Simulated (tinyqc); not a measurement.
Worked calculation: empirical pseudopotential in a few plane waves. One step of it, computed by the program tinyqc.

Task: Levels at k. Diagonalise the Hermitian matrix.

H(k) at k (eV), order +0+0+0, -1-1-1, -1-1+1, -1+1-1, -1+1+1, +1-1-1, +1-1+1, +1+1-1, +1+1+1, -2+0+0, +0-2+0, +0+0-2, +0+0+2, +0+2+0, +2+0+0:
```
[[2.531794, 1.837549+1.106378i, -1.837549+1.106378i, -1.837549+1.106378i, -1.837549-1.106378i, -1.837549+1.106378i, -1.837549-1.106378i, -1.837549-1.106378i, 1.837549-1.106378i, 0.000000+0.925187i, 0.000000+0.925187i, 0.000000+0.925187i, 0.000000-0.925187i, 0.000000-0.925187i, 0.000000-0.925187i],
 [1.837549-1.106378i, 28.714441, 0.000000-0.925187i, 0.000000-0.925187i, -0.489805, 0.000000-0.925187i, -0.489805, -0.489805, 0.000000, -1.837549-1.106378i, -1.837549-1.106378i, -1.837549-1.106378i, -0.538758+0.019241i, -0.538758+0.019241i, -0.538758+0.019241i],
 [-1.837549-1.106378i, 0.000000+0.925187i, 19.825867, 0.489805, 0.000000-0.925187i, 0.489805, 0.000000-0.925187i, 0.000000, -0.489805, -1.837549+1.106378i, -1.837549+1.106378i, 0.538758+0.019241i, 1.837549-1.106378i, -0.538758-0.019241i, -0.538758-0.019241i],
 [-1.837549-1.106378i, 0.000000+0.925187i, 0.489805, 23.883695, 0.000000-0.925187i, 0.489805, 0.000000, 0.000000-0.925187i, -0.489805, -1.837549+1.106378i, 0.538758+0.019241i, -1.837549+1.106378i, -0.538758-0.019241i, 1.837549-1.106378i, -0.538758-0.019241i],
 [-1.837549+1.106378i, -0.489805, 0.000000+0.925187i, 0.000000+0.925187i, 14.995121, 0.000000, 0.489805, 0.489805, 0.000000-0.925187i, 1.837549+1.106378i, -0.538758+0.019241i, -0.538758+0.019241i, -1.837549-1.106378i, -1.837549-1.106378i, 0.538758-0.019241i],
 [-1.837549-1.106378i, 0.000000+0.925187i, 0.489805, 0.489805, 0.000000, 19.052948, 0.000000-0.925187i, 0.000000-0.925187i, -0.489805, 0.538758+0.019241i, -1.837549+1.106378i, -1.837549+1.106378i, -0.538758-0.019241i, -0.538758-0.019241i, 1.837549-1.106378i],
 [-1.837549+1.106378i, -0.489805, 0.000000+0.925187i, 0.000000, 0.489805, 0.000000+0.925187i, 10.164374, 0.489805, 0.000000-0.925187i, -0.538758+0.019241i, 1.837549+1.106378i, -0.538758+0.019241i, -1.837549-1.106378i, 0.538758-0.019241i, -1.837549-1.106378i],
 [-1.837549+1.106378i, -0.489805, 0.000000, 0.000000+0.925187i, 0.489805, 0.000000+0.925187i, 0.489805, 14.222201, 0.000000-0.925187i, -0.538758+0.019241i, -0.538758+0.019241i, 1.837549+1.106378i, 0.538758-0.019241i, -1.837549-1.106378i, -1.837549-1.106378i],
 [1.837549+1.106378i, 0.000000, -0.489805, -0.489805, 0.000000+0.925187i, -0.489805, 0.000000+0.925187i, 0.000000+0.925187i, 5.333627, -0.538758-0.019241i, -0.538758-0.019241i, -0.538758-0.019241i, -1.837549+1.106378i, -1.837549+1.106378i, -1.837549+1.106378i],
 [0.000000-0.925187i, -1.837549+1.106378i, -1.837549-1.106378i, -1.837549-1.106378i, 1.837549-1.106378i, 0.538758-0.019241i, -0.538758-0.019241i, -0.538758-0.019241i, -0.538758+0.019241i, 31.516274, 0.489805, 0.489805, -0.489805, -0.489805, 0.000000],
 [0.000000-0.925187i, -1.837549+1.106378i, -1.837549-1.106378i, 0.538758-0.019241i, -0.538758-0.019241i, -1.837549-1.106378i, 1.837549-1.106378i, -0.538758-0.019241i, -0.538758+0.019241i, 0.489805, 26.685528, 0.489805, -0.489805, 0.000000, -0.489805],
 [0.000000-0.925187i, -1.837549+1.106378i, 0.538758-0.019241i, -1.837549-1.106378i, -0.538758-0.019241i, -1.837549-1.106378i, -0.538758-0.019241i, 1.837549-1.106378i, -0.538758+0.019241i, 0.489805, 0.489805, 30.743355, 0.000000, -0.489805, -0.489805],
 [0.000000+0.925187i, -0.538758-0.019241i, 1.837549+1.106378i, -0.538758+0.019241i, -1.837549+1.106378i, -0.538758+0.019241i, -1.837549+1.106378i, 0.538758+0.019241i, -1.837549-1.106378i, -0.489805, -0.489805, 0.000000, 12.966207, 0.489805, 0.489805],
 [0.000000+0.925187i, -0.538758-0.019241i, -0.538758+0.019241i, 1.837549+1.106378i, -1.837549+1.106378i, -0.538758+0.019241i, 0.538758+0.019241i, -1.837549+1.106378i, -1.837549-1.106378i, -0.489805, 0.000000, -0.489805, 0.489805, 17.024034, 0.489805],
 [0.000000+0.925187i, -0.538758-0.019241i, -0.538758+0.019241i, -0.538758+0.019241i, 0.538758+0.019241i, 1.837549+1.106378i, -1.837549+1.106378i, -1.837549+1.106378i, -1.837549-1.106378i, 0.000000, -0.489805, -0.489805, 0.489805, 0.489805, 12.193288]]
```

Give: eigenvalues.

Result:

eigenvalues (eV): [-1.599, 5.058, 8.511, 9.425, 13.493, 14.770, 15.450, 18.839, 19.461, 20.150, 23.187, 27.334, 29.459, 31.610, 34.705]
